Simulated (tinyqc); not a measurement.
Chemical-mechanical planarisation: Preston law, pattern density and step-height reduction. From thinnest film left back to polish time t. Computed by tinyqc, a small Python program. Command: `OMP_NUM_THREADS=1 python tinyqc.py 3016881 3016882 out.jsonl cmp inv`. One thread of a shared host (Intel(R) Xeon(R) Processor @ 2.30GHz), about 0.04 s of CPU time with the checks.

A row of 10 cells, repeated periodically, holds raised features that cover a share rho of each cell.

Inputs (values chosen for the exercise, close to those used for oxide polishing):
```
quantity                          value  unit
Preston coefficient K           1.9e-13  1/Pa
pressure P                           33   kPa
platen and carrier speed             60   rpm
distance between the centres         18    cm
initial step height h0              650    nm
contact height h_c                   99    nm
film above the raised areas z0     1400    nm
cell size                             2    mm
planarisation length                3.6    mm
```

local pattern densities, cell by cell: 0.7  0.2  0.7  0.5  0.6  0.8  0.4  0.8  0.6  0.4

Method:
- With equal rotation speeds the relative speed is uniform, v = omega r_c; Preston rate R0 = K P v.
- The stiff pad averages the density: rho_eff(i) = sum_j w_ij rho_j / sum_j w_ij, w = exp(-2 d^2/L^2), L the planarisation length and d the distance between cell centres, summed over all periodic images of cell j.
- While h > h_c only raised areas polish, at R0/rho_eff, until t_c = rho_eff (h0 - h_c)/R0. After that h = h_c exp(-(t - t_c)/tau), tau = rho_eff h_c/R0; low areas polish at R0 (1 - h/h_c) and raised areas at R0 [1 + (1 - rho_eff) h/(rho_eff h_c)]. Removed from raised areas after t_c: h0 - h_c + R0 (t - t_c) + (1 - rho_eff)(h_c - h); from low areas: R0 (t - t_c) - rho_eff (h_c - h). Film left = z0 less the removal from raised areas.

Task: A run gave the result below. Find the polish time t, known to lie between 43 and 130 s.

thinnest film left = 468.0047 nm

Result:

Each step takes the trial c = (a f_b - b f_a)/(f_b - f_a), f being the result less the target and a, b, c the logarithms of the listed values; c replaces end b, the old b replaces a if the sign of f changed, and otherwise f_a is halved.

Scan of the range:
```
polish time t (s)  thinnest film left (nm)
43.0                               760.708
51.7                               686.311
62.2                               608.305
74.8                               518.220
89.9                               411.034
108.0                              282.672
130.0                              126.665
```

False position (Illinois rule, in the logarithm of the input) inside the bracket:
```
step    end a    end b    trial  thinnest film left (nm)
1     74.8000  89.9000  81.5293                  470.423
2     89.9000  81.5293  81.8544                  468.115
3     89.9000  81.8544  81.8841                  467.904
4     81.8544  81.8841  81.8700                  468.005
5     81.8841  81.8700  81.8700                  468.005
```

Thinnest film left falls at every point of a 13-point scan of the range (every second point is shown), so one value fits; it is bracketed by 74.8 and 89.9. Answer: polish time t = 81.87 s.
